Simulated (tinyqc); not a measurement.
Surface photovoltage measurement of the minority-carrier diffusion length in a wafer: one step, computed by the program tinyqc.

Low injection, steady light, a depletion layer much thinner than 1/alpha and L. The excess density dn is taken at the front edge of the neutral region; light that reaches the back is lost.

Question. The linear plot. alpha = (84.732/lambda - 76.417)^2 per cm with lambda in micrometre (an empirical fit for silicon between 0.7 and 1.05 micrometre). Thick wafer: dn = Phi L/((S_f + D/L)(L + 1/alpha)). Finite wafer, with s = S_b L/D, w = W/L, a = alpha L: dn = [Phi a/(a^2 - 1)] [a - B - exp(-alpha W)(a - s)/(cosh w + s sinh w)]/(S_f + B D/L), B = (sinh w + s cosh w)/(cosh w + s sinh w). Readings y = (Phi/dn) (1 + noise x g) at 780, 830, 880, 920, 950, 975 and 995 nm; a least-squares line y = c (1/alpha + L_app) gives L_app = intercept/slope.

Inputs (values chosen for the exercise, modelled on p-type silicon at room temperature):
```
quantity                            value        unit
diffusion length L                    760  micrometre
wafer thickness W                     775  micrometre
diffusivity D                        31.8      cm^2/s
front recombination velocity S_f      860        cm/s
back recombination velocity S_b      5300        cm/s
photon flux entering              1.9e+12  1/(cm^2 s)
relative noise of each reading        0.5           %
```

normal deviates g for the noise: 0.28  0.29  0.42  -0.99  -0.31  -0.29  -0.26

Give: the table «Readings» with the columns 1/alpha (micrometre), y (cm/s), line (cm/s), for lambda (nm) = 780, 830, 880, 920, 950, 975, 995; slope; apparent length L_app; error of L_app (rounded to 0.001).

Answer.

Readings:
```
lambda (nm)  1/alpha (micrometre)  y (cm/s)  line (cm/s)
780                           9.6      1407         1403
830                          15.2      1420         1416
880                          25.3      1445         1441
920                          40.7      1471         1479
950                          61.3      1526         1530
975                          90.9      1600         1603
995                         130.9      1707         1702
```

slope = 2.467 cm/(s micrometre)

apparent length L_app = 559.0 micrometre

error of L_app (rounded to 0.001) = -26.446 %

Without noise the error would be -27.6 %, from the finite thickness at W/L = 1.0. S_f scales all readings alike and leaves L_app unchanged.
